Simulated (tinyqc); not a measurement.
Worked calculation: donor level screened by free carriers (Yukawa potential). Values are carried at full precision from step to step, so a last printed digit may differ when a step is redone from the rounded ones.

Screening wave number: Debye ks^2 = 4 pi q n/(eps kB T); Thomas-Fermi ks^2 = 6 pi q n/(eps EF) with EF = c (3 pi^2 n/gv)^(2/3)/m, c = hbar^2/2m0; the two are joined by 1/ks^2 = sqrt(1/ks_D^4 + 1/ks_TF^4). 1e18/cm^3 = 1e-6/angstrom^3, q = e^2/(4 pi eps0).

Constants: e^2/(4 pi eps0) = 14.39964547 eV angstrom; kB = 8.617333262e-05 eV/K; hbar^2/2m0 = 3.80998211 eV angstrom^2; Ry = 13.60569312 eV; a0 (Bohr radius) = 0.5291772105 angstrom.

Inputs chosen for the exercise (near those of a donor in InP, with one mean mass; not measured data): m = 0.08 m0 (mass); eps = 12.7 (dielectric constant); gv = 1 (valleys); T = 77 K (temperature); n = 0.014 x 1e18/cm^3 (free-carrier density).

## Units and screening length

Give Ry* = Ry m/eps^2, a* = a0 eps/m, EF, the three values of ks, and x = ks a*.

Ry* = 6.748 meV
a* = 84.01 angstrom
EF = 2.65 meV

ks: Debye, Thomas-Fermi, joined (1/angstrom): [0.00548, 0.01063, 0.00539]

x = 0.4528

EF/kB T = 0.40, so the Debye value, the smaller one, controls the screening.

## One-parameter trial function

Potential -(q/(eps r)) exp(-ks r), q = e^2/(4 pi eps0). In units Ry* = Ry m/eps^2 and a* = a0 eps/m the problem is [-Laplacian - 2 exp(-x r)/r] psi = E psi with x = ks a*.

For exp(-z r): E(z) = z^2 - 8 z^3/(2z + x)^2 in Ry*. Scan z = 0.5, 0.6, ..., 1.1, then minimise; first order gives -1 + 2x.

Scan (Ry*):
```
z    kinetic  potential        E
0.5   0.2500    -0.4738  -0.2238
0.6   0.3600    -0.6326  -0.2726
0.7   0.4900    -0.7993  -0.3093
0.8   0.6400    -0.9720  -0.3320
0.9   0.8100    -1.1491  -0.3391
1.0   1.0000    -1.3297  -0.3297
1.1   1.2100    -1.5131  -0.3031
```

best z = 0.894
E = -0.3392 Ry*
binding = 2.29 meV

First order in x would give -0.094 Ry*, a rigid shift by q ks/eps; it overstates the loss of binding by 0.245 Ry*.

## Converged levels

Converged values use 18 functions exp(-z r), z = 1.55^i, i = -11 to 6: S = 2/A^3, H = z_i z_j S - 2/(A + x)^2, A = z_i + z_j.

The 1s and 2s levels and the mean radius.

1s = -0.3415 Ry*
binding = 2.30 meV
<r> = 146.8 angstrom
second root = 0.0000 Ry*

The trial function misses by 0.0024 Ry*. Screening leaves 34 % of the bare binding, 0.35 kB T. 2s is no longer bound (it unbinds at x = 0.310).

## Checks

- 1s at x = 0.5 against the known -0.29623 Ry*: both -0.29623.
- 1s at x = 0 against -1: both -1.00000.

tinyqc: `OMP_NUM_THREADS=1 python tinyqc.py 1252520 1252521 out.jsonl`; about 0.01 s, one thread, shared Intel(R) Xeon(R) Processor @ 2.30GHz.
